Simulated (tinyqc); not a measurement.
Inside a calculation. Model: vacuum evaporation: vapour pressure, source flux, thickness distribution, purity and step coverage. Computed by tinyqc, a small Python program that keeps every step. Command: `OMP_NUM_THREADS=1 python tinyqc.py 3110583 3110584 out.jsonl evap walk`. One thread of a shared host (Intel(R) Xeon(R) Processor @ 2.30GHz), about 0.01 s of CPU time with the checks. Intermediate numbers are printed to about 5 digits and carried at full precision; extremes and crossings named in words are read from the listed rows.

Molecular flow, unit sticking of the metal, no re-evaporation. The background gas is taken as water vapour (18.015 g/mol, collision diameter 0.37 nm) at 300 K.

Inputs (values chosen for the exercise, modelled on copper, with constants for the liquid):
```
quantity                          value    unit
molar mass M                      63.55   g/mol
film density rho                   8.96  g/cm^3
vapour-pressure constant A        10.81       -
vapour-pressure constant B        16360       K
source temperature T               1590       K
source area                         4.5    cm^2
directionality n                      1       -
source-to-wafer distance h           18      cm
wafer radius R                       15      cm
source offset from the axis s/h    0.49       -
background pressure p            0.0001      Pa
sticking of background gas         0.08       -
aspect ratio of a trench            1.1       -
```

Constants: u = 1.6605390666e-27 kg; k_B = 1.380649e-23 J/K; R = 8.314462618 J/(mol K).

## Vapour pressure and flux

log10(p_v/Pa) = A - B/T; flux from the surface Phi = p_v/sqrt(2 pi m k_B T), m = M u. Mass loss = Phi x area x m; heat of evaporation = ln(10) R B; d ln Phi/dT = ln(10) B/T^2 - 1/(2 T).

vapour pressure p_v = 3.3166 Pa

flux Phi = 2.7490e+18 1/(cm^2 s)

mass loss = 4.6996 g/h

heat of evaporation = 313.21 kJ/mol

change of flux per kelvin = 1.4586 %/K

Holding the rate to 1 % needs the temperature to about 0.69 K.

## Rate and uniformity on a fixed wafer above the source

A small source emits (n + 1) Phi area cos^n(phi)/(2 pi) per solid angle; on a parallel plane at height h and lateral distance l the arrival rate is (n + 1) Phi area/(2 pi h^2) x (1 + (l/h)^2)^(-(n + 3)/2). Growth rate = arrival rate x m/rho, m = M u. The wafer is fixed and centred above the source.

arrival rate at the centre = 1.2153e+16 1/(cm^2 s)

growth rate at the centre = 1.4314 nm/s

edge over centre = 0.34829

non-uniformity (max - min)/(max + min) = 48.336 %

share of the material that lands on the wafer, 1 - (1 + (R/h)^2)^(-(n + 1)/2) = 40.984 %

## Offset source and rotation

Rotating wafer, source offset by s and facing upwards: thickness at radius r is the mean over the angle a of (1 + (r^2 + s^2 - 2 r s cos a)/h^2)^(-(n + 3)/2), by 360 equal steps; non-uniformity (max - min)/(max + min) over 21 radii from 0 to R.

centre thickness relative to an axial source = 0.65026

edge over centre, rotating = 0.55159

non-uniformity, rotating = 28.900 %

## Choosing the offset

The curvature at the centre vanishes at s/h = sqrt(2/(n + 3)).

Against the offset:
```
s/h  centre thickness  edge over centre  non-uniformity (%)
0.0            1.0000            0.3483              48.336
0.2            0.9246            0.3804              44.884
0.4            0.7432            0.4815              34.994
0.5            0.6400            0.5603              28.179
0.6            0.5407            0.6574              20.670
0.7            0.4504            0.7699              12.999
0.8            0.3718            0.8924               6.510
0.9            0.3052            1.0171               3.201
1.1            0.2047            1.2409              10.750
```

The best row, s/h = 0.9, has 3.2 % against 48 % on the axis, at the price of a rate lower by a factor 3.28; the small-wafer optimum is sqrt(2/(n + 3)) = 0.71.

## Scattering and purity

Mean free path lambda = k_B T_g/(sqrt2 pi d^2 p); unscattered share exp(-h/lambda); gas arrival p/sqrt(2 pi m_g k_B T_g); impurity ratio = sticking x gas arrival/metal arrival; monolayer time = 1e15 cm^-2/(sticking x gas arrival).

mean free path = 68.098 m

unscattered share = 0.99736

gas arrival rate = 3.5840e+14 1/(cm^2 s)

impurity ratio = 0.0023592

monolayer time = 34.877 s

## A trench at the wafer edge

Fixed wafer, axial point source, trench running tangentially at r = R: the beam arrives at tan(a) = R/h. Shadowed share of the floor = aspect ratio x tan(a) (at most 1); the wall facing the source grows at tan(a) times the field rate, the other wall not at all.

angle a = 39.806 degrees

shadowed share of the floor = 0.91667

wall over field thickness = 0.83333

Checks made by the program: share on the wafer by quadrature (relative difference 2e-08).
